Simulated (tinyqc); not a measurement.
Matthiessen's rule against the full average: mobility of a non-polar semiconductor in the relaxation-time approximation. Computed by tinyqc, a small Python program. Command: `OMP_NUM_THREADS=1 python tinyqc.py 3019128 3019129 out.jsonl rta walk`. One thread of a shared host (Intel(R) Xeon(R) Processor @ 2.30GHz), about 0.01 s of CPU time with the checks.

Each valley is treated as a sphere of mass m_d for states and rates, with one isotropic relaxation time; the conductivity mass m_c sets the current.

Inputs (values chosen for the exercise, modelled on holes in germanium):

| quantity | value | unit |
|---|---|---|
| longitudinal mass m_l | 0.295 | m_0 |
| transverse mass m_t | 0.295 | m_0 |
| equivalent valleys Z | 1 | - |
| non-parabolicity alpha | 0.29 | 1/eV |
| static permittivity eps_s | 16 | - |
| density rho | 5323 | kg/m^3 |
| sound velocity v_l | 5260 | m/s |
| acoustic deformation potential D_A | 4.6 | eV |
| phonon energy hbar w | 38.5 | meV |
| optical or intervalley deformation potential D_o | 7.6 | 1e8 eV/cm |
| final valleys Z_f | 1 | - |
| carrier density n | 3e+15 | 1/cm^3 |
| compensation ratio C | 0 | - |
| temperature T | 200 | K |

Band: Kane. Impurity formula: Conwell-Weisskopf. Further scattering: none.

Constants: k_B = 8.617333262e-05 eV/K; m_0 = 9.1093837015e-31 kg; e = 1.602176634e-19 C; hbar = 1.054571817e-34 J s; eps_0 = 8.8541878128e-12 F/m; k_B = 1.380649e-23 J/K; hbar = 6.582119569e-16 eV s.

Method:
- m_d = (m_l m_t^2)^(1/3); 1/m_c = (1/m_l + 2/m_t)/3; Hall mass factor A = 3 K_m (K_m + 2)/(2 K_m + 1)^2, K_m = m_l/m_t; N_I = n (1 + C)/(1 - C).
- Kane band: hbar^2 k^2/(2 m) = E (1 + alpha E), speed v = hbar k/(m (1 + 2 alpha E)), states per spin, volume and energy g(E) = m k (1 + 2 alpha E)/(2 pi^2 hbar^2); overlap factors are set to 1. Here m = m_d. Masses are multiplied by m_0 and all formulas are in SI units.
- The reduced Fermi level eta = E_F/(k_B T) solves n = 2 Z int g f dE with f = 1/(1 + exp(x - eta)) (Z = 1 unless valleys are given); screening length L_s = sqrt(eps_s eps_0 k_B T/(e^2 dn/deta)), dn/deta = 2 Z int g f (1 - f) dE.
- Integrals over x = E/(k_B T) use 160 Gauss-Legendre points in u = sqrt(x) from 0 to sqrt(max(eta, 0) + 32).
- Phonon occupation N_q = 1/(exp(hbar w/(k_B T)) - 1).
- Acoustic deformation potential (elastic, equipartition, absorption and emission together): 1/tau = 2 pi k_B T D_A^2 g(E)/(hbar rho v_l^2).
- Optical or intervalley deformation potential: 1/tau = (pi Z_f D_o^2/(rho w)) [N_q g(E + hbar w) + (N_q + 1) g(E - hbar w)], with g = 0 below the band edge.
- Each optical term is multiplied by (1 - f(E'))/(1 - f(E)), E' the final energy, for Pauli blocking.
- Singly charged impurities, momentum relaxation: 1/tau = N_I e^4 m (1 + 2 alpha E) Phi/(8 pi (eps_s eps_0)^2 hbar^3 k^3), with alpha = 0 for a parabolic band.
- Conwell-Weisskopf: Phi = ln(1 + y^2), y = 4 pi eps_s eps_0 E N_I^(-1/3)/e^2 (largest impact parameter N_I^(-1/3)/2).
- mu = (m_d/m_c) (2 Z e/(3 n k_B T)) int g v^2 tau f (1 - f) dE.
- Averages over x are split at the emission threshold x_0 = hbar w/(k_B T): 64 Gauss-Legendre points in sqrt(x) below it and 128 in sqrt(x - x_0) above it, up to x = max(eta, 0) + 32.
- Rates are added at each energy before the average. With <y> = int g v^2 y f (1 - f) dE: Hall factor r_H = A (3 n k_B T/(2 Z m_d)) <tau^2/(1 + 2 alpha E)>/<tau>^2 (alpha = 0 for a parabolic band); Hall mobility r_H mu; |S| = (k_B/e) (<x tau>/<tau> - eta); resistivity 1/(n e mu).
- Matthiessen's rule adds 1/mu of the separate processes.

acoustic mobility = 15752.7 cm^2/(V s)

optical mobility = 22452.0 cm^2/(V s)

ionised impurity mobility = 187509 cm^2/(V s)

drift mobility mu = 7314.62 cm^2/(V s)

Separate mobilities:

| process | mu (cm^2/(V s)) | share of the sum of 1/mu (%) |
|---|---|---|
| acoustic | 1.5753e+04 | 56.003 |
| optical | 2.2452e+04 | 39.292 |
| ionised impurity | 1.8751e+05 | 4.705 |

mobility by Matthiessen's rule = 8821.9 cm^2/(V s)

excess of Matthiessen's rule over the full mu = 20.607 %

What does the comparison show, and why?

The rule gives 8822 against the full 7315, 20.6 % too high; it can only overestimate, since each separate average is carried by the energies where that process is weak. The error is large because acoustic and optical scattering both carry weight and depend on energy in different ways.

Extremes, crossings and ranges named in words are read from the listed rows.
